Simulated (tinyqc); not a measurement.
Junction parameters from two forward currents.

Inverse problem. D(v) = J1 (exp(v/Vt) - 1) + J2 (exp(v/(2 Vt)) - 1). Find J1, J2 and the voltage 2 Vt ln(J2/J1) near which both parts are equal.

Values chosen for this exercise:
```
symbol  value  unit      meaning
T         398     K  temperature
```

Constants: q = 1.602176634e-19 C, kB = 1.380649e-23 J/K, Vt = kB T/q. Results are converted to the units shown.

junction voltages (V): 0.28  0.7
currents (uA/um): 1.2572376e-7  7.5855934e-4

Solution. The current is linear in J1 and J2, so two points give two equations.

J1 = 9.600e-13 uA/um
J2 = 2.100e-9 uA/um
crossover = 0.5275 V

tinyqc, about 0.2 s, one thread, Intel Xeon 2.30GHz (shared host): `OMP_NUM_THREADS=1 python tinyqc.py 2182071 2182072 out.jsonl`
